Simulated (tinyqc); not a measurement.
Slices of the butterfly: square lattice in a magnetic field (Harper-Hofstadter model).

Landau gauge, lattice period 1: the magnetic cell has q sites j = 0 to q - 1 along x. H_jj = -2 ty cos(ky + 2 pi p j/q), H_(j,j+1) = -tx, and the bond from q - 1 back to 0 is H_(q-1,0) = -tx exp(i q kx). The levels depend on k only through cos(q kx) and cos(q ky), so the band edges lie at (0, 0) and (pi/q, pi/q).

Values chosen for the exercise: tx = 1.6 meV (hopping along x); ty = 1.6 meV (hopping along y); Q = 7 (denominator).

Flux P/Q for each P (p = P, q = Q): the lowest edge, the first gap, the widest gap with its r (the lower one of a mirror pair) and t_r from r = Q s + P t, |t| <= Q/2, and the total width of the bands.

Spectra (meV):

| flux | lowest edge | first gap | t of first gap | widest gap | its r | its t | total width |
|---|---|---|---|---|---|---|---|
| 1/7 | -5.1253 | 2.2038 | 1 | 2.2038 | 1 | 1 | 2.0552 |
| 2/7 | -4.3598 | 0.0324 | -3 | 2.6384 | 2 | 1 | 2.1167 |
| 3/7 | -4.1776 | 0.4569 | -2 | 2.4539 | 3 | 1 | 2.0825 |

What can be read from this table?

The widest gap carries t = 1 in every row, and its r equals P: it is the gap above the lowest Landau level, which holds P of the Q bands. The first gap is widest at 1/7 (t = 1) and narrowest at 2/7 (t = -3). The total width lies between 2.055 and 2.117 meV; its limit for large Q is 4 |tx - ty| = 0.0 meV.

tinyqc: `OMP_NUM_THREADS=1 python tinyqc.py 1282332 1282333 out.jsonl`; about 0.03 s, one thread, shared Intel(R) Xeon(R) Processor @ 2.30GHz.
